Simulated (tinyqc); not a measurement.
From results to parameters: minimal-basis H2. Computed by the program tinyqc with PySCF.

Problem. For two electrons in the two orbitals of minimal-basis H2, the CIS energies are e2 - e1 - J12 + 2 K12 and e2 - e1 - J12, and E_corr = D - sqrt(D^2 + K12^2) with 2D the energy of the double excitation. Find J12, K12, D, the MP2 energy and the weight of the double excitation.

orbital gap e2 - e1 = 0.34654574 hartree
CIS singlet and triplet energies (hartree): 0.364289  -0.165697
FCI correlation energy = -0.18229247 hartree

Solution. Half the singlet-triplet splitting is K12, the gap less the triplet energy is J12, D = (E_corr^2 - K12^2)/(2 E_corr), MP2 is -K12^2/(2 gap), and the weight is c^2/(1 + c^2) with c = E_corr/K12.

J12, K12, D (hartree): 0.512  0.265  0.101
MP2 correlation energy = -0.101316 hartree
weight of the double excitation = 0.3212
